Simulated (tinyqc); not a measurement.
# Changing the net doping N

Model: two-band model of a narrow-gap semiconductor with electrons and holes. Computed by tinyqc, a small Python program. Command: `OMP_NUM_THREADS=1 python tinyqc.py 3000863 3000864 out.jsonl bipolar sweep`. One thread of a shared host (Intel(R) Xeon(R) Processor @ 2.30GHz), about 0.06 s of CPU time with the checks.

Two parabolic bands with acoustic scattering (r = -1/2, a = 0), a gap that does not change with T, and fully ionised dopants. Melting is ignored, so values above the melting point are formal, and kappa_L does not change with T. eta_n = (E_F - E_c)/(k_B T), eta_p = -eta_n - E_g/(k_B T).

Inputs (values chosen for the exercise, modelled on InAs): electron mass m_n = 0.024 m_0; hole mass m_p = 0.41 m_0; electron mobility parameter mu_300,n = 26000 cm^2/(V s); hole mobility parameter mu_300,p = 380 cm^2/(V s); temperature exponent p = 1.5; band gap E_g = 0.34 eV; lattice thermal conductivity kappa_L = 19 W/(m K); temperature T = 290 K.

Doping: n-type.

Constants: k_B = 8.617333262e-05 eV/K; m_0 = 9.1093837015e-31 kg; k_B = 1.380649e-23 J/K; hbar = 1.054571817e-34 J s; e = 1.602176634e-19 C.

Method:
- With x = E/(k_B T), a = alpha k_B T (0 for a parabolic band), G = x (1 + a x), D = 1 + 2 a x and <y> = int y f (1 - f) dx, f = 1/(1 + exp(x - eta)): tau = tau_0 G^r/D; transport function s = G^(3/2 + r)/D^2; n = N_0 <G^(3/2)> with N_0 = (2 m k_B T)^(3/2)/(3 pi^2 hbar^3).
- Integrals over x = E/(k_B T) use 160 Gauss-Legendre points in u = sqrt(x) from 0 to sqrt(max(eta, 0) + 32).
- Neutrality: n - p = N, with n = N_0(m_n) <x^(3/2)> at eta_n and p = N_0(m_p) <x^(3/2)> at eta_p.
- sigma = e mu_0 N_0 <s> with mu_0 = e tau_0/m = mu_300 (T/300 K)^(-p); |S| = (k_B/e)(<x s>/<s> - eta); Lorenz number L = (k_B/e)^2 (<x^2 s>/<s> - (<x s>/<s>)^2); kappa_e = L sigma T; zT = S^2 sigma T/(kappa_L + kappa_e).
- Hall factor r_H = <x^(3/2)> <x^(1/2)>/<s>^2.
- Both bands together (these totals replace the one-band zT): sigma = sigma_n + sigma_p; S = (sigma_p |S_p| - sigma_n |S_n|)/sigma; kappa_bip = (sigma_n sigma_p/sigma)(|S_n| + |S_p|)^2 T; kappa_e = (L_n sigma_n + L_p sigma_p) T; zT = S^2 sigma T/(kappa_L + kappa_e + kappa_bip); weak-field R_H = (r_p sigma_p^2/p - r_n sigma_n^2/n)/(e sigma^2), where the Hall factors r_n and r_p are <x^(3/2)> <x^(1/2)>/<s>^2.

One run for each value; columns: (1) net doping N (1/cm^3); (2) Seebeck coefficient S (microvolt/K); (3) zT; (4) bipolar thermal conductivity (W/(m K)); (5) conductivity sigma (S/cm); (6) Hall coefficient R_H (cm^3/C):
```
(1)           (2)        (3)        (4)     (5)      (6)
2.80e+12  -553.43  0.0012924  0.0026165   2.765  -8623.1
7.60e+12  -553.30  0.0012955  0.0026092   2.773  -8599.6
2.10e+13  -552.95  0.0013040  0.0025887   2.795  -8534.2
5.60e+13  -552.00  0.0013265  0.0025358   2.853  -8365.4
1.50e+14  -549.30  0.0013880  0.0023992   3.014  -7927.3
4.20e+14  -540.47  0.0015722  0.0020489   3.527  -6795.6
1.10e+15  -515.41  0.0020640  0.0014160   5.091  -4724.5
3.10e+15  -454.92  0.0034251  0.0006589  10.847  -2216.1
8.40e+15  -375.63  0.0059346  0.0002526  27.575   -862.2
```

Describe and explain the trends.

Over the rows, Seebeck coefficient S (microvolt/K) rises from -553 to -376 (exponent d ln y / d ln x -2.3e-4 between the first rows and -0.19 between the last); zT rises from 0.00129 to 0.00593 (exponent d ln y / d ln x 0.0024 between the first rows and 0.55 between the last); bipolar thermal conductivity (W/(m K)) falls from 0.00262 to 2.53e-4 (exponent d ln y / d ln x -0.0028 between the first rows and -0.96 between the last). Heavier doping suppresses the minority band but lowers the single-band |S|; only doping far below the intrinsic density gives the intrinsic values.
